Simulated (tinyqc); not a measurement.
Thin-body transistor below threshold, two-dimensional Poisson equation on a small mesh: one step of the calculation.

A thin body on a thick buried insulator of low permittivity, taken as carrying no normal field at the bottom of the body (row 0). Mobile charge is neglected (subthreshold), the body is fully depleted, and potentials are counted from the intrinsic level; rows run upward to the gate, columns from source to drain.

Question. Jacobi sweep. Free nodes: rows 0..3, columns 1..5, taken row by row from row 0, left to right. t = (up psi(above) + dn psi(below) + lat [psi(left) + psi(right)] + s)/(up + dn + 2 lat), with all neighbours from the previous sweep; psi(new) = t.

psi after iteration 1 (V):

|  | j=0 | j=1 | j=2 | j=3 | j=4 | j=5 | j=6 |
|---|---|---|---|---|---|---|---|
| row 0 | 0.47000000 | 0.09465753 | 0.07000000 | 0.07000000 | 0.07000000 | 0.12547945 | 0.97000000 |
| row 1 | 0.47000000 | 0.09465753 | 0.07000000 | 0.07000000 | 0.07000000 | 0.12547945 | 0.97000000 |
| row 2 | 0.47000000 | 0.08156291 | 0.07000000 | 0.07000000 | 0.07000000 | 0.09601656 | 0.97000000 |
| row 3 | 0.27000000 | 0.07047043 | 0.07000000 | 0.07000000 | 0.07000000 | 0.07105847 | 0.52000000 |
| row 4 | 0.07000000 | 0.07000000 | 0.07000000 | 0.07000000 | 0.07000000 | 0.07000000 | 0.07000000 |

| row | up | dn | lat | s (V) |
|---|---|---|---|---|
| 0 | 40.533333 | 0 | 2.85 | 0 |
| 1 | 40.533333 | 40.533333 | 5.7 | 0 |
| 2 | 56.727273 | 40.533333 | 2.9840625 | 0 |
| 3 | 56.727273 | 56.727273 | 0.26812500 | 0 |

Find: psi after iteration 2.

Answer.

psi after iteration 2 (V):

|  | j=0 | j=1 | j=2 | j=3 | j=4 | j=5 | j=6 |
|---|---|---|---|---|---|---|---|
| row 0 | 0.4700 | 0.1163 | 0.0715 | 0.0700 | 0.0734 | 0.1741 | 0.9700 |
| row 1 | 0.4700 | 0.1105 | 0.0715 | 0.0700 | 0.0734 | 0.1612 | 0.9700 |
| row 2 | 0.4700 | 0.0915 | 0.0703 | 0.0700 | 0.0708 | 0.1184 | 0.9700 |
| row 3 | 0.2700 | 0.0762 | 0.0700 | 0.0700 | 0.0700 | 0.0840 | 0.5200 |
| row 4 | 0.0700 | 0.0700 | 0.0700 | 0.0700 | 0.0700 | 0.0700 | 0.0700 |

Numbers from tinyqc (`OMP_NUM_THREADS=1 python tinyqc.py 2480034 2480035 out.jsonl`; about 0.1 s on one thread of a shared Intel Xeon 2.30GHz).
